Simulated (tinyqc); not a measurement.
# Free and trapped electrons in a MOS channel with a dense trap tail: what changes with what

p-type body, charge-sheet picture, full ionisation (an idealisation for deep acceptors), Boltzmann statistics for free electrons. e = Ec - EF at the surface. Acceptor-like traps of density D(E) = D0 + De exp(-E/Ew) at depth E below Ec, from 0 to Eu, hold n_t = integral of D(E)/(1 + exp((e - E)/Vt)). psi = Eg - Vt ln(Nv/Na) - e; N_dep = sqrt(2 eps0 eps_r Na (psi - Vt)/q); n_f = sqrt(N_dep^2 + 2 eps0 eps_r Vt Nc exp(-e/Vt)/q) - N_dep; Vg = Vfb + psi + q (N_dep + n_t + n_f)/Cox, Cox = eps0 eox/tox.

Inputs (values chosen for the exercise); band and dielectric values close to those of silicon:
```
symbol    value         unit                                             meaning
T           300            K                                         temperature
Eg         1.12           eV                                            band gap
eps_r      11.9                                            relative permittivity
Nc      2.83e19        cm^-3              conduction-band density of states at T
Nv      2.65e19        cm^-3                 valence-band density of states at T
eox         3.9                           relative permittivity of the insulator
tox          31           nm                                 insulator thickness
Na       1.6e16        cm^-3                                    acceptor density
Vfb       -0.72            V            flat-band voltage without trapped charge
D0       1.1e10  cm^-2 eV^-1  constant background density of acceptor-like traps
De       1.6e13  cm^-2 eV^-1          density of the tail at the conduction edge
Ew         0.14           eV                            decay energy of the tail
Eu         0.76           eV        depth below Ec down to which the traps reach
mf          150   cm^2/(V s)                          mobility of free electrons
```

Constants: q = 1.602176634e-19 C, kB = 1.380649e-23 J/K, Vt = kB T/q, eps0 = 8.8541878128e-14 F/cm where lengths are in cm. Results are converted to the units shown.

Each table varies one quantity; the others keep the values above.

## Free and trapped charge against gate voltage

Free share n_f/(n_f + n_t); swing ln 10 n_f/(dn_f/dVg); field-effect mobility mf q (dn_f/dVg)/Cox, for a constant mf; oxide field q (N_dep + n_t + n_f)/(eps0 eox).

Result of one run:
```
Vg (V),e (eV),n_f (cm^-2),n_t (cm^-2),free share (%),swing (mV/decade),field-effect mobility (cm^2/(V s)),oxide field (MV/cm)
0.4,0.4229,1.192e6,1.095e11,0.001089,164.0,0.003612,0.1982
```

What becomes of these results when the gate voltage Vg is changed from 0.4 to 6.3 V, all else the same?

Result of the changed run:
```
Vg (V),e (eV),n_f (cm^-2),n_t (cm^-2),free share (%),swing (mV/decade),field-effect mobility (cm^2/(V s)),oxide field (MV/cm)
6.3,0.01523,1.918e12,1.895e12,50.30,7630,124.9,1.970
```

The whole series:
```
Vg (V),e (eV),n_f (cm^-2),n_t (cm^-2),free share (%),swing (mV/decade),field-effect mobility (cm^2/(V s)),oxide field (MV/cm)
0.4,0.4229,1.192e6,1.095e11,0.001089,164.0,0.003612,0.1982
1.1,0.2426,1.083e9,4.148e11,0.2603,351.7,1.529,0.3659
1.9,0.1451,4.179e10,8.360e11,4.761,769.2,26.99,0.5925
2.6,0.1016,1.876e11,1.135e12,14.18,1525,61.13,0.8043
3.3,0.07476,4.240e11,1.360e12,23.77,2543,82.82,1.021
4.1,0.05326,7.626e11,1.557e12,32.87,3834,98.81,1.273
4.8,0.03874,1.101e12,1.692e12,39.41,5010,109.1,1.494
5.5,0.02676,1.469e12,1.800e12,44.93,6215,117.4,1.716
6.3,0.01523,1.918e12,1.895e12,50.30,7630,124.9,1.970
```

n_f reaches 1e11 cm^-2 at Vg = 2.25 V, against 0.815 V without traps. The free share rises from 0.00109 to 50.3 % and the field-effect mobility rises from 0.00361 to 125 cm^2/(V s), although mf = 150 is constant: in the last row 83.3 % of Cox dVg goes into free electrons. The swing in the first row is 164 mV a decade (Vt ln 10 = 59.5). For Vg = 4.8, 5.5, 6.3 EF lies less than 2 Vt below the band edge, or above it, where degeneracy and confinement, left out, matter.

## Effect of the acceptor density

Vfb is held fixed. VT is the Vg for n_f = 1e11 cm^-2; swing ln 10 n_f/(dn_f/dVg) at n_f = 1e8 cm^-2; the last three columns are for Vg = VT + 2.5 V, with free share n_f/(n_f + n_t) and field-effect mobility mf q (dn_f/dVg)/Cox; there EF is near the band edge, where Boltzmann statistics are rough.

Effect of the acceptor density:
```
Na (cm^-3),e at VT (eV),VT (V),q n_t/Cox at VT (V),swing (mV/decade),n_f (cm^-2),free share (%),field-effect mobility (cm^2/(V s))
1e15,0.1501,1.427,1.160,197.4,1.013e12,39.39,101.8
2e15,0.1436,1.566,1.215,208.9,1.028e12,39.40,103.1
6e15,0.1319,1.864,1.320,230.7,1.054e12,39.28,105.7
1e16,0.1260,2.046,1.376,242.8,1.065e12,39.13,107.1
3e16,0.1128,2.578,1.511,274.5,1.084e12,38.62,110.4
8e16,0.1003,3.295,1.647,312.4,1.096e12,37.91,113.5
2e17,0.08846,4.302,1.786,360.0,1.103e12,37.10,116.5
5e17,0.07642,5.828,1.935,425.4,1.104e12,36.23,119.2
```

Read the table: what changes, and by how much?

As Na goes from 1e15 to 5e17, VT rises from 1.43 to 5.83 V, its part due to traps rises from 1.16 to 1.94 V, the swing rises from 197 to 425 mV/decade and the field-effect mobility rises from 102 to 119 cm^2/(V s). Most of the rise of VT is depletion charge; the trap part grows since the same n_f needs EF nearer the band edge at heavier doping.

tinyqc, about 0.02 s, one thread, Intel Xeon 2.30GHz (shared host): `OMP_NUM_THREADS=1 python tinyqc.py 2222059 2222060 out.jsonl`
